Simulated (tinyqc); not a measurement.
# Charge pumping in an n-channel transistor: scanning the upper gap with the fall time

The gate is pulsed from accumulation to inversion and back. Energies E are counted from the intrinsic level; Dit(E) = D0 [1 + b (2 E/Eg)^2]. During each edge the traps near the bands emit their carriers, and those between Eh and Ee recombine once a cycle.

ni = sqrt(Nc Nv) exp(-Eg/(2 Vt)), Eg in volts; emission times te = (dV/Va) tf and th = (dV/Va) tr; Ee = -Vt ln(vth sn ni te), Eh = +Vt ln(vth sp ni th). Nit = integral of Dit from Eh to Ee = D0 [Ee - Eh + 4 b (Ee^3 - Eh^3)/(3 Eg^2)], Qcp = q A Nit, Icp = f Qcp.

Parameters, values chosen for the exercise; band and dielectric values those of a made-up semiconductor: temperature T = 200 K; band gap Eg = 0.994 eV; conduction-band density of states at 200 K Nc = 1.18e19 cm^-3; valence-band density of states at 200 K Nv = 1.12e19 cm^-3; gate area A = 1.5 um^2; trap density at midgap D0 = 1.2e11 cm^-2 eV^-1; rise of the trap density towards the band edges b = 1.1; cross-section for electrons sn = 2.6e-16 cm^2; cross-section for holes sp = 1.4e-15 cm^2; thermal velocity at 200 K, one nominal value for electrons and holes vth = 1.1e7 cm/s; Vth - Vfb dV = 1.01 V; pulse height Va = 2.6 V; frequency f = 6.1e5 Hz; rise time tr = 33 ns.

Constants: q = 1.602176634e-19 C, kB = 1.380649e-23 J/K, Vt = kB T/q. Results are converted to the units shown.

The same in every row: Eh (eV) = -0.3638.

Scanning the upper gap with the fall time:
```
tf (ns),Ee (eV),Nit (cm^-2),Icp (pA)
2.7,0.4360,1.193e11,174.9
6.4,0.4211,1.161e11,170.2
15,0.4064,1.130e11,165.6
36,0.3913,1.099e11,161.1
87,0.3761,1.069e11,156.6
210,0.3609,1.039e11,152.4
490,0.3463,1.012e11,148.4
```

Ee falls from 0.436 to 0.346 eV, by Vt ln 10 a decade, and Icp falls from 175 to 148 pA. The slope -dNit/d(ln tf)/Vt gives Dit = 2.18e11 cm^-2 eV^-1 near E = 0.429 eV and 1.87e11 near 0.354 eV, against 2.18e11 and 1.87e11 from the profile.

Range of the model: The Fermi levels of inversion and accumulation are taken to lie beyond Ee and Eh, the flat tops to fill all traps, and no geometric current is added.

Numbers from tinyqc (`OMP_NUM_THREADS=1 python tinyqc.py 2030030 2030031 out.jsonl`; about 0.01 s on one thread of a shared Intel Xeon 2.30GHz).
